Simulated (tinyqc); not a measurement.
Polycrystal bounds against single-crystal directions: anisotropic elasticity and sound waves of a cubic crystal. Computed by tinyqc, a small Python program. Command: `OMP_NUM_THREADS=1 python tinyqc.py 3022809 3022810 out.jsonl cubicelastic walk`. One thread of a shared host (Intel(R) Xeon(R) Processor @ 2.30GHz), about 0.01 s of CPU time with the checks.

Voigt order 1..6 = xx, yy, zz, yz, xz, xy, with engineering shear strains. The rotated frame has x' as named, z' along the wafer normal and y' = z' x x'.

Inputs (values chosen for the exercise, modelled on gold): C11 = 191.3 GPa; C12 = 165.6 GPa; C44 = 41.16 GPa.

Frame: (111) wafer, x' along [1-10].

Method. S11 = (C11 + C12)/D, S12 = -C12/D, D = (C11 - C12)(C11 + 2 C12), S44 = 1/C44. Zener ratio A = 2 C44/(C11 - C12); S0 = S11 - S12 - S44/2; H = 2 C44 + C12 - C11. B = (C11 + 2 C12)/3; Voigt G = (C11 - C12 + 3 C44)/5; Reuss G = 5/(4 (S11 - S12) + 3 S44); Hill is their mean; E = 9BG/(3B + G), nu = (3B - 2G)/(6B + 2G). Along <hkl>, with g = 0, 1/4, 1/3: 1/E = S11 - 2 S0 g; for a film with that normal C33 = C11 + 2 H g and M = [6B - (3B - C33) - (3B - C33)^2/C33]/2.

S11 = 26.5783 1/TPa

S12 = -12.3322 1/TPa

S44 = 24.2954 1/TPa

S0 = 26.7628 1/TPa

H = 56.62 GPa

Zener ratio A = 3.20311

bulk modulus B = 174.17 GPa

Averages:
```
average,G (GPa),E (GPa),nu
Voigt,29.836,84.673,0.41897
Reuss,21.879,62.999,0.43971
Hill,25.858,73.915,0.42927
```

Directions:
```
direction,E (GPa),biaxial modulus M (GPa)
<100>,37.62,70.19
<110>,75.78,162.18
<111>,114.46,187.79
```

What follows from these numbers?

The bounds on G differ by 36 %, while E varies by a factor 3.04 with direction; with A above 1 the stiffest axis is <111>. Under a fixed mismatch strain, grains with a <100> normal store the least energy.

Extremes, crossings and ranges named in words are read from the listed rows.
